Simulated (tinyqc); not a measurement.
ROHF in the sto-3g basis, for Be+, spin multiplicity 2, step by step. One step of it, computed by the program tinyqc.

Question. Iteration 3: Roothaan effective Fock matrix. With projectors Pc = D(beta) S, Po = (D(alpha) - D(beta)) S, Pv = 1 - D(alpha) S, the block xy is Px^T F Py; with Fc = (F(alpha) + F(beta))/2, the blocks are Fc for cc, oo, vv and cv, F(beta) for co and F(alpha) for ov.

F(alpha) (hartree), order 1Be 1s, 1Be 2s, 1Be 2px, 1Be 2py, 1Be 2pz:
$$\begin{pmatrix}
-5.008115 & -1.411977 & 0.000000 & 0.000000 & 0.000000 \\
-1.411977 & -0.710995 & 0.000000 & 0.000000 & 0.000000 \\
0.000000 & 0.000000 & -0.131833 & 0.000000 & 0.000000 \\
0.000000 & 0.000000 & 0.000000 & -0.131833 & 0.000000 \\
0.000000 & 0.000000 & 0.000000 & 0.000000 & -0.508944
\end{pmatrix}$$

F(beta) (hartree), order 1Be 1s, 1Be 2s, 1Be 2px, 1Be 2py, 1Be 2pz:
$$\begin{pmatrix}
-4.993509 & -1.390089 & 0.000000 & 0.000000 & 0.000000 \\
-1.390089 & -0.618730 & 0.000000 & 0.000000 & 0.000000 \\
0.000000 & 0.000000 & -0.107584 & 0.000000 & 0.000000 \\
0.000000 & 0.000000 & 0.000000 & -0.107584 & 0.000000 \\
0.000000 & 0.000000 & 0.000000 & 0.000000 & -0.059085
\end{pmatrix}$$

D(alpha) after iteration 2, order 1Be 1s, 1Be 2s, 1Be 2px, 1Be 2py, 1Be 2pz:
$$\begin{pmatrix}
1.006696 & -0.013236 & 0.000000 & 0.000000 & 0.000000 \\
-0.013236 & 0.000174 & 0.000000 & 0.000000 & 0.000000 \\
0.000000 & 0.000000 & 0.000000 & 0.000000 & 0.000000 \\
0.000000 & 0.000000 & 0.000000 & 0.000000 & 0.000000 \\
0.000000 & 0.000000 & 0.000000 & 0.000000 & 1.000000
\end{pmatrix}$$

D(beta) after iteration 2, order 1Be 1s, 1Be 2s, 1Be 2px, 1Be 2py, 1Be 2pz:
$$\begin{pmatrix}
1.006696 & -0.013236 & 0.000000 & 0.000000 & 0.000000 \\
-0.013236 & 0.000174 & 0.000000 & 0.000000 & 0.000000 \\
0.000000 & 0.000000 & 0.000000 & 0.000000 & 0.000000 \\
0.000000 & 0.000000 & 0.000000 & 0.000000 & 0.000000 \\
0.000000 & 0.000000 & 0.000000 & 0.000000 & 0.000000
\end{pmatrix}$$

overlap S, order 1Be 1s, 1Be 2s, 1Be 2px, 1Be 2py, 1Be 2pz:
$$\begin{pmatrix}
1.000000 & 0.259517 & 0.000000 & 0.000000 & 0.000000 \\
0.259517 & 1.000000 & 0.000000 & 0.000000 & 0.000000 \\
0.000000 & 0.000000 & 1.000000 & 0.000000 & 0.000000 \\
0.000000 & 0.000000 & 0.000000 & 1.000000 & 0.000000 \\
0.000000 & 0.000000 & 0.000000 & 0.000000 & 1.000000
\end{pmatrix}$$

Give: effective F.

Answer.

effective F (hartree), order 1Be 1s, 1Be 2s, 1Be 2px, 1Be 2py, 1Be 2pz:
$$\begin{pmatrix}
-5.0008 & -1.4010 & 0.0000 & 0.0000 & 0.0000 \\
-1.4010 & -0.6649 & 0.0000 & 0.0000 & 0.0000 \\
0.0000 & 0.0000 & -0.1197 & 0.0000 & 0.0000 \\
0.0000 & 0.0000 & 0.0000 & -0.1197 & 0.0000 \\
0.0000 & 0.0000 & 0.0000 & 0.0000 & -0.2840
\end{pmatrix}$$
